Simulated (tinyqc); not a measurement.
Size effects in the resistivity of thin metal films and interconnect lines: one step, computed by the program tinyqc. Command: `OMP_NUM_THREADS=1 python tinyqc.py 3013864 3013865 out.jsonl size walk`. One thread of a shared host (Intel(R) Xeon(R) Processor @ 2.30GHz), about 0.01 s of CPU time with the checks.

Electrons lose their drift at surfaces (a share 1 - p of the hits) and at grain boundaries (reflection R), besides bulk scattering. The line sits in a trench with a non-conducting liner on both walls and the bottom; the spacing equals the drawn width.

Problem. Metal cross-section. Metal width w_m = w - 2t, height h_m = (aspect ratio) w - t, grain size D = (ratio) w_m.

Inputs (values chosen for the exercise, modelled on molybdenum): drawn line width w = 23 nm; grain size over metal width = 2.6; aspect ratio (height over width) = 2.6; liner thickness t = 0.7 nm.

Geometry: line.

Give: metal width w_m; metal height h_m; grain size D; share of the trench filled by metal.

Solution.

metal width w_m = 21.6 nm

metal height h_m = 59.1 nm

grain size D = 56.16 nm

share of the trench filled by metal = 92.81 %
